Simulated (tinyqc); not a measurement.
Changing the predeposition time t1: two-step dopant diffusion (predeposition and drive-in) with a constant diffusivity. Computed by tinyqc, a small Python program. Command: `OMP_NUM_THREADS=1 python tinyqc.py 3018534 3018535 out.jsonl dopdiff sweep`. One thread of a shared host (Intel(R) Xeon(R) Processor @ 2.30GHz), about 0.1 s of CPU time with the checks.

Fick diffusion into a half space x > 0 whose background doping C_B is of the opposite type, so that a junction lies where C = C_B.

Inputs (values chosen for the exercise, modelled on phosphorus in silicon):
```
quantity                         value        unit
prefactor D0                       4.6      cm^2/s
activation energy E                3.7          eV
surface concentration C_s      2.1e+20      1/cm^3
background doping C_B          8.1e+16      1/cm^3
predeposition temperature T1       850           C
drive-in temperature T2           1200           C
drive-in time t2                   120         min
mean mobility in the layer mu      200  cm^2/(V s)
```

Furnace ramps of the drive-in: none.

Constants: k_B = 8.617333262e-05 eV/K; e = 1.602176634e-19 C.

Method:
- D = D0 exp(-E/(k_B T)).
- Temperatures in kelvin are T(C) + 273.15.
- Times in seconds are 60 times the minutes.
- (Dt)2 = D2 t2, t2 in seconds.
- C = C_s erfc(x/(2 sqrt(D1 t1))); dose Q = 2 C_s sqrt(D1 t1/pi); the junction solves erfc(z) = C_B/C_s with x_j = 2 z sqrt(D1 t1).
- With a sealed surface and a thin source, C = Q/sqrt(pi (Dt)2) exp(-x^2/(4 (Dt)2)); x_j = 2 sqrt((Dt)2 ln(C(0)/C_B)); gradient at the junction |dC/dx| = C_B x_j/(2 (Dt)2).
- Net dose Q_net = Q erf(x_j/(2 sqrt((Dt)2))) - C_B x_j; R_s = 1/(e mu Q_net), with every dopant ionised and one mobility.
- Exact two-step profile: C = (2 C_s/pi) int_0^alpha exp(-beta (1 + u^2))/(1 + u^2) du with alpha = sqrt(D1 t1/(Dt)2), beta = x^2/(4 (D1 t1 + (Dt)2)).
- The integral takes 48 Gauss-Legendre points; solve C(x) = C_B.

One run for each value; columns: (1) predeposition time t1 (min); (2) dose Q (1/cm^2); (3) sheet resistance R_s (Gaussian) (ohm/square); (4) junction depth x_j (um); (5) exact junction depth (um):
```
(1)           (2)     (3)     (4)     (5)
4.0    3.9343e+13  1605.9  1.8432  1.8432
7.9    5.5291e+13   924.4  2.0948  2.0948
16.0   7.8687e+13   561.2  2.3271  2.3271
31.0   1.0953e+14   366.8  2.5256  2.5256
61.0   1.5364e+14   244.0  2.7136  2.7137
120.0  2.1549e+14   165.6  2.8894  2.8895
240.0  3.0475e+14   112.8  3.0591  3.0593
```

What does the table show, and why?

Over the rows, dose Q (1/cm^2) rises from 3.93e13 to 3.05e14 (exponent d ln y / d ln x about 0.50 throughout); sheet resistance R_s (Gaussian) (ohm/square) falls from 1610 to 113 (exponent d ln y / d ln x -0.81 between the first rows and -0.55 between the last); junction depth x_j (um) rises from 1.84 to 3.06 (exponent d ln y / d ln x 0.19 between the first rows and 0.082 between the last). The exponent of dose Q stays at 0.50: a constant source admits a dose that grows as sqrt(D t). At the high end the exponent of sheet resistance R_s (Gaussian) is -0.55, close to -0.50: R_s is inverse to the dose. The Gaussian junction falls short of the exact one by 7.2e-5 % in the first row and 0.0064 % in the last, as the source thickens. Left out: 2.00 (the drive-in dilutes the layer to the background).

Caution (all rows): C_s exceeds the intrinsic carrier density of silicon at the predeposition temperature (2e18 to 1e19 per cm^3), where real diffusivities rise with concentration and profiles turn box-like.
